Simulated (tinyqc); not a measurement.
What each parameter does: heterojunction of two tight-binding chains.

Left chain: hopping -t1, sites at 2 t1 (band bottom 0). Right chain: hopping -t2, sites at dE + 2 t2 (bottom dE). t = c/(m a^2), c = hbar^2/2m0. The bond across the interface is -tc with tc = f sqrt(t1 t2), and the last left site has the extra energy U. In a chain E = bottom + 2t (1 - cos(ka)); the surface Green function of a half chain is g = -exp(ika)/t, with Im k > 0 where cos(ka) > 1.

Constants: hbar^2/2m0 = 3.80998211 eV angstrom^2.

Inputs chosen for the exercise (masses and offset of the size met at InAs / GaSb; shifted at random, so the results belong to these values and not to a real crystal):
```
symbol  value  unit      meaning
a       4      angstrom  site spacing
m1      0.028  m0        mass on the left
m2      0.039  m0        mass on the right
dE      0.9    eV        band offset
f       1.11             factor on the interface hopping
U       0      eV        extra energy on the last left site
E       1.16   eV        electron energy
```

T = 4 Im(S1) Im(S2) |G|^2 with G = 1/(E - 2 t1 - U - S1 - S2), S1 = -t1 exp(i k1 a), S2 = -(tc^2/t2) exp(i k2 a).

Results for these values:
```
case       T    k1 a    k2 a
base  0.8080  0.3715  0.2067
```

What happens to each result for U = 0.2 eV, all else kept?

Answer: T rises from 0.8080 to 0.8306; k1 a does not change at the printed digits; k2 a does not change at the printed digits.

The same for each parameter in turn:
```
case                   T    k1 a    k2 a
base              0.8080  0.3715  0.2067
m1 = 0.0336 m0    0.7951  0.4074  0.2067
m2 = 0.0468 m0    0.8345  0.3715  0.2265
dE = 0.85 eV      0.8336  0.3715  0.2258
f = 0.999         0.9167  0.3715  0.2067
U = 0.2 eV        0.8306  0.3715  0.2067
a = 3.2 angstrom  0.7594  0.2965  0.1653
```

Run: tinyqc, `OMP_NUM_THREADS=1 python tinyqc.py 1482688 1482689 out.jsonl`; Intel(R) Xeon(R) Processor @ 2.30GHz, one thread, shared host; about 0.01 s of CPU time with all checks.
